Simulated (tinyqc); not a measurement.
Empirical pseudopotential in a few plane waves, step by step. Computed by tinyqc, a small Python program that keeps every step. Settings: plane-wave index or count = 15. Command: `OMP_NUM_THREADS=1 python tinyqc.py 29095 29096 out.jsonl` (the two numbers bound the seeds that draw the settings). One thread of a shared host (Intel(R) Xeon(R) Processor @ 2.60GHz), about 0.2 s of CPU time with the checks.

## Bloch Hamiltonian at G

Parameters chosen for this model: fcc lattice, atoms at +/- a/8 (1,1,1); form factors in rydberg at |G|^2 in units of (2 pi/a)^2:
```
parameter                 value      unit
a                      6.010000  angstrom
VS(3)                 -0.206000        Ry
VS(8)                  0.051000        Ry
VS(11)                 0.046000        Ry
VA(3)                  0.094000        Ry
VA(4)                  0.022000        Ry
VA(11)                 0.005000        Ry
hbar^2/2m (2 pi/a)^2   4.164220        eV
```

k point G (2 pi / a): 0  0  0

Basis: the 15 shortest G (labels in 2 pi/a), the same at every k. H(G,G') = c |k + G|^2 delta + VS(|G-G'|^2) cos((G-G').tau) + i VA sin((G-G').tau), tau = a/8 (1,1,1); 1 Ry = 13.605693 eV.

H(k) at G (eV):
```
                   +0+0+0             -1-1-1             -1-1+1             -1+1-1
+0+0+0            0.00000   1.98186+0.90434i  -1.98186+0.90434i  -1.98186+0.90434i
-1-1-1   1.98186-0.90434i           12.49266   0.00000-0.29933i   0.00000-0.29933i
-1-1+1  -1.98186-0.90434i   0.00000+0.29933i           12.49266            0.69389
-1+1-1  -1.98186-0.90434i   0.00000+0.29933i            0.69389           12.49266
-1+1+1  -1.98186+0.90434i           -0.69389   0.00000+0.29933i   0.00000+0.29933i
+1-1-1  -1.98186-0.90434i   0.00000+0.29933i            0.69389            0.69389
+1-1+1  -1.98186+0.90434i           -0.69389   0.00000+0.29933i            0.00000
+1+1-1  -1.98186+0.90434i           -0.69389            0.00000   0.00000+0.29933i
+1+1+1   1.98186+0.90434i            0.00000           -0.69389           -0.69389
-2+0+0   0.00000-0.29933i  -1.98186+0.90434i  -1.98186-0.90434i  -1.98186-0.90434i
+0-2+0   0.00000-0.29933i  -1.98186+0.90434i  -1.98186-0.90434i   0.44255-0.04810i
+0+0-2   0.00000-0.29933i  -1.98186+0.90434i   0.44255-0.04810i  -1.98186-0.90434i
+0+0+2   0.00000+0.29933i  -0.44255-0.04810i   1.98186+0.90434i  -0.44255+0.04810i
+0+2+0   0.00000+0.29933i  -0.44255-0.04810i  -0.44255+0.04810i   1.98186+0.90434i
+2+0+0   0.00000+0.29933i  -0.44255-0.04810i  -0.44255+0.04810i  -0.44255+0.04810i

                   -1+1+1             +1-1-1             +1-1+1             +1+1-1
+0+0+0  -1.98186-0.90434i  -1.98186+0.90434i  -1.98186-0.90434i  -1.98186-0.90434i
-1-1-1           -0.69389   0.00000-0.29933i           -0.69389           -0.69389
-1-1+1   0.00000-0.29933i            0.69389   0.00000-0.29933i            0.00000
-1+1-1   0.00000-0.29933i            0.69389            0.00000   0.00000-0.29933i
-1+1+1           12.49266            0.00000            0.69389            0.69389
+1-1-1            0.00000           12.49266   0.00000-0.29933i   0.00000-0.29933i
+1-1+1            0.69389   0.00000+0.29933i           12.49266            0.69389
+1+1-1            0.69389   0.00000+0.29933i            0.69389           12.49266
+1+1+1   0.00000+0.29933i           -0.69389   0.00000+0.29933i   0.00000+0.29933i
-2+0+0   1.98186-0.90434i   0.44255-0.04810i  -0.44255-0.04810i  -0.44255-0.04810i
+0-2+0  -0.44255-0.04810i  -1.98186-0.90434i   1.98186-0.90434i  -0.44255-0.04810i
+0+0-2  -0.44255-0.04810i  -1.98186-0.90434i  -0.44255-0.04810i   1.98186-0.90434i
+0+0+2  -1.98186+0.90434i  -0.44255+0.04810i  -1.98186+0.90434i   0.44255+0.04810i
+0+2+0  -1.98186+0.90434i  -0.44255+0.04810i   0.44255+0.04810i  -1.98186+0.90434i
+2+0+0   0.44255+0.04810i   1.98186+0.90434i  -1.98186+0.90434i  -1.98186+0.90434i

                   +1+1+1             -2+0+0             +0-2+0             +0+0-2
+0+0+0   1.98186-0.90434i   0.00000+0.29933i   0.00000+0.29933i   0.00000+0.29933i
-1-1-1            0.00000  -1.98186-0.90434i  -1.98186-0.90434i  -1.98186-0.90434i
-1-1+1           -0.69389  -1.98186+0.90434i  -1.98186+0.90434i   0.44255+0.04810i
-1+1-1           -0.69389  -1.98186+0.90434i   0.44255+0.04810i  -1.98186+0.90434i
-1+1+1   0.00000-0.29933i   1.98186+0.90434i  -0.44255+0.04810i  -0.44255+0.04810i
+1-1-1           -0.69389   0.44255+0.04810i  -1.98186+0.90434i  -1.98186+0.90434i
+1-1+1   0.00000-0.29933i  -0.44255+0.04810i   1.98186+0.90434i  -0.44255+0.04810i
+1+1-1   0.00000-0.29933i  -0.44255+0.04810i  -0.44255+0.04810i   1.98186+0.90434i
+1+1+1           12.49266  -0.44255-0.04810i  -0.44255-0.04810i  -0.44255-0.04810i
-2+0+0  -0.44255+0.04810i           16.65688            0.69389            0.69389
+0-2+0  -0.44255+0.04810i            0.69389           16.65688            0.69389
+0+0-2  -0.44255+0.04810i            0.69389            0.69389           16.65688
+0+0+2  -1.98186-0.90434i           -0.69389           -0.69389            0.00000
+0+2+0  -1.98186-0.90434i           -0.69389            0.00000           -0.69389
+2+0+0  -1.98186-0.90434i            0.00000           -0.69389           -0.69389

                   +0+0+2             +0+2+0             +2+0+0
+0+0+0   0.00000-0.29933i   0.00000-0.29933i   0.00000-0.29933i
-1-1-1  -0.44255+0.04810i  -0.44255+0.04810i  -0.44255+0.04810i
-1-1+1   1.98186-0.90434i  -0.44255-0.04810i  -0.44255-0.04810i
-1+1-1  -0.44255-0.04810i   1.98186-0.90434i  -0.44255-0.04810i
-1+1+1  -1.98186-0.90434i  -1.98186-0.90434i   0.44255-0.04810i
+1-1-1  -0.44255-0.04810i  -0.44255-0.04810i   1.98186-0.90434i
+1-1+1  -1.98186-0.90434i   0.44255-0.04810i  -1.98186-0.90434i
+1+1-1   0.44255-0.04810i  -1.98186-0.90434i  -1.98186-0.90434i
+1+1+1  -1.98186+0.90434i  -1.98186+0.90434i  -1.98186+0.90434i
-2+0+0           -0.69389           -0.69389            0.00000
+0-2+0           -0.69389            0.00000           -0.69389
+0+0-2            0.00000           -0.69389           -0.69389
+0+0+2           16.65688            0.69389            0.69389
+0+2+0            0.69389           16.65688            0.69389
+2+0+0            0.69389            0.69389           16.65688
```

## Levels at G

Diagonalise the Hermitian matrix.

eigenvalues (eV): -2.66930  8.39500  8.39500  8.39500  11.38246  11.99571  11.99571  11.99571  15.26910  15.26910  16.17321  19.86371  19.86371  19.86371  23.69473

## Bands along a path

The same steps at evenly spaced points between the labelled ones.

Bands along the path (eV), lowest eight:
```
k           band 1   band 2   band 3   band 4    band 5    band 6    band 7    band 8
L         -0.99912  3.26459  7.68437  7.68437  10.58502  12.69936  12.69936  17.21935
L-G 0.20  -1.37599  3.76643  7.67724  7.67724  10.61177  12.64556  12.64556  17.17011
L-G 0.40  -1.86995  4.80023  7.80628  7.80628  10.82147  12.70708  12.70708  15.77925
L-G 0.60  -2.29693  6.13876  8.03487  8.03487  11.17483  12.59761  12.59761  14.16844
L-G 0.80  -2.57409  7.56264  8.28043  8.28043  11.53288  12.20983  12.20983  12.54769
G         -2.66930  8.39500  8.39500  8.39500  11.38246  11.99571  11.99571  11.99571
G-X 0.20  -2.54217  7.61347  8.06581  8.06581  11.60755  12.20340  12.55851  12.55851
G-X 0.40  -2.16962  6.23618  7.45315  7.45315  10.95239  12.70977  13.86196  13.86196
G-X 0.60  -1.58592  4.86532  6.93400  6.93400  10.40465  11.86644  15.50719  15.50719
G-X 0.80  -0.88917  3.71492  6.64170  6.64170  10.07898  11.24474  17.34922  17.34922
X         -0.36550  3.11898  6.62506  6.62506   9.97111  11.15464  19.35744  19.35744
```

With 4 band(s) filled, the highest filled level on these points lies at G and the lowest empty one at X: a gap of 1.5761 eV, indirect. This holds for the small fixed basis; with all plane waves up to |k + G|^2 = 21 (2 pi/a)^2 the gap along the path is 1.42 eV.

## Convergence with the number of plane waves

Levels at G counted from the fourth one.

Levels (eV):
```
plane waves    level 1  level 5  level 8
9            -13.84044  0.59865  3.50884
15           -11.06430  2.98746  3.60071
27           -10.42019  3.10298  3.58036
51           -10.43051  3.10769  3.60755
59           -10.43937  3.12389  3.42786
65           -10.44456  3.12317  3.40526
89           -10.42238  3.11212  3.42267
```
